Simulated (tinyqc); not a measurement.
Inside a calculation. Method: CCD on RHF in the cc-pvdz basis, for He, spin multiplicity 1. One step of it, computed by the program tinyqc.

Question. Iteration 1: building the Fock matrix. J_ij = sum D_kl (ij|kl), K_ij = sum D_kl (ik|jl); F = H + J - 0.5 K; E = tr D H + tr D J / 2 - 0.25 tr D K + E_nn.

D at the start, lower triangle:
```
,1He 1s,1He 2s,1He 2px,1He 2py,1He 2pz
1He 1s,1.028068
1He 2s,0.541462,0.285177
1He 2px,0.000000,0.000000,0.000000
1He 2py,0.000000,0.000000,0.000000,0.000000
1He 2pz,0.000000,0.000000,0.000000,0.000000,0.000000
```

core Hamiltonian H = T + V (hartree), lower triangle:
```
,1He 1s,1He 2s,1He 2px,1He 2py,1He 2pz
1He 1s,-1.880253
1He 2s,-1.545789,-1.294671
1He 2px,0.000000,0.000000,0.784997
1He 2py,0.000000,0.000000,0.000000,0.784997
1He 2pz,0.000000,0.000000,0.000000,0.000000,0.784997
```

Two-electron integrals (ij|kl) in chemists' order, unique and non-zero (hartree):
```
i,j,k,l,(ij|kl)
1,1,1,1,1.543036
2,1,1,1,0.784979
2,1,2,1,0.426774
2,2,1,1,0.803460
2,2,2,1,0.475908
2,2,2,2,0.615562
3,1,3,1,0.177307
3,2,3,1,0.142524
3,2,3,2,0.130008
3,3,1,1,1.099799
3,3,2,1,0.627782
3,3,2,2,0.734404
3,3,3,3,1.040531
4,1,4,1,0.177307
4,2,4,1,0.142524
4,2,4,2,0.130008
4,3,4,3,0.063706
4,4,1,1,1.099799
4,4,2,1,0.627782
4,4,2,2,0.734404
4,4,3,3,0.913119
4,4,4,4,1.040531
5,1,5,1,0.177307
5,2,5,1,0.142524
5,2,5,2,0.130008
5,3,5,3,0.063706
5,4,5,4,0.063706
5,5,1,1,1.099799
5,5,2,1,0.627782
5,5,2,2,0.734404
5,5,3,3,0.913119
5,5,4,4,0.913119
5,5,5,5,1.040531
```

nuclear repulsion = 0 hartree

Give: Coulomb J; exchange K; Fock matrix F; total energy of this density.

Answer.

Coulomb J (hartree), lower triangle:
```
,1He 1s,1He 2s,1He 2px,1He 2py,1He 2pz
1He 1s,2.6655
1He 2s,1.4049,1.5169
1He 2px,0.0000,0.0000,2.0199
1He 2py,0.0000,0.0000,0.0000,2.0199
1He 2pz,0.0000,0.0000,0.0000,0.0000,2.0199
```

exchange K (hartree), lower triangle:
```
,1He 1s,1He 2s,1He 2px,1He 2py,1He 2pz
1He 1s,2.5581
1He 2s,1.6089,1.1297
1He 2px,0.0000,0.0000,0.3737
1He 2py,0.0000,0.0000,0.0000,0.3737
1He 2pz,0.0000,0.0000,0.0000,0.0000,0.3737
```

Fock matrix F (hartree), lower triangle:
```
,1He 1s,1He 2s,1He 2px,1He 2py,1He 2pz
1He 1s,-0.4938
1He 2s,-0.9453,-0.3426
1He 2px,0.0000,0.0000,2.6181
1He 2py,0.0000,0.0000,0.0000,2.6181
1He 2pz,0.0000,0.0000,0.0000,0.0000,2.6181
```

total energy of this density = -2.802622 hartree
